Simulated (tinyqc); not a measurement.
Swing of the coupled dose with resist thickness: standing waves and exposure in a photoresist film.

Normal incidence from air. Unexposed resist: N1 = n1 + i k1 with k1 = (A + B) lam/(4 pi), lam in micrometres. r01 = (1 - N1)/(1 + N1), t01 = 2/(1 + N1). Below the resist lie the layer Na = na + i ka and the substrate Ns = ns + i ks: r12 = (r1a + ras x)/(1 + r1a ras x), x = exp(4 pi i Na da/lam), r1a = (N1 - Na)/(N1 + Na), ras = (Na - Ns)/(Na + Ns). With p = exp(2 pi i N1 d/lam), the field at depth z is E(z) = t01 [exp(2 pi i N1 z/lam) + r12 p^2 exp(-2 pi i N1 z/lam)]/(1 + r01 r12 p^2), the relative intensity I(z) = n1 |E(z)|^2 and the reflectance R = |(r01 + r12 p^2)/(1 + r01 r12 p^2)|^2.

Inputs chosen for the exercise (a resist on Cu, indices near tabulated ones; shifted at random, so the results belong to these values and not to a real crystal): lam = 193 nm (vacuum wavelength); n1 = 1.687 (resist index); A = 0.07 1/micrometre (bleachable absorption (Dill A)); B = 0.92 1/micrometre (fixed absorption (Dill B)); d = 165 nm (resist thickness); ns = 0.957 (substrate n); ks = 1.366 (substrate k); na = 1.828 (n of the bottom antireflection layer); ka = 0.296 (its k); da = 69 nm (its thickness).

The mean of I is taken over 800 depths; the relative dose to clear is taken as 1/(mean of I over the lowest period, 60 depths), scaled to 1 in the first row.

Swing:
```
d (nm)       R  mean I  relative dose
165.0   0.0578  0.8716          1.000
174.5   0.0447  0.8831          0.996
184.1   0.0548  0.8729          1.017
193.6   0.0769  0.8485          1.052
203.1   0.0888  0.8309          1.075
222.2   0.0581  0.8481          1.059
231.7   0.0457  0.8576          1.056
241.3   0.0553  0.8473          1.078
250.8   0.0762  0.8248          1.112
260.3   0.0874  0.8091          1.136
269.9   0.0787  0.8113          1.135
279.4   0.0584  0.8252          1.121
```

Give the missing row, d (nm) = 212.7.

Computed row:
```
d (nm)       R  mean I  relative dose
212.7   0.0795  0.8328          1.073
```

The period is 57.2 nm, six rows. The relative dose swings between 0.996 and 1.136, a ratio (max - min)/mean of 0.130, against the estimate 4 sqrt(|r01|^2 |r12|^2) exp(-(A + B) d) = 0.049 for the oscillating part alone; the ratio from the table also holds the slow rise from absorption, 12.1 % over two periods, so the two are not strictly comparable. The dose is least sensitive to thickness at an extremum; the lowest dose listed is at 174.5 nm.

Computed by tinyqc, a small Python program: `OMP_NUM_THREADS=1 python tinyqc.py 1680258 1680259 out.jsonl` (the numbers bound the seed that draws the inputs); one thread of a shared host (Intel(R) Xeon(R) Processor @ 2.30GHz), about 0.01 s for the whole set of steps.
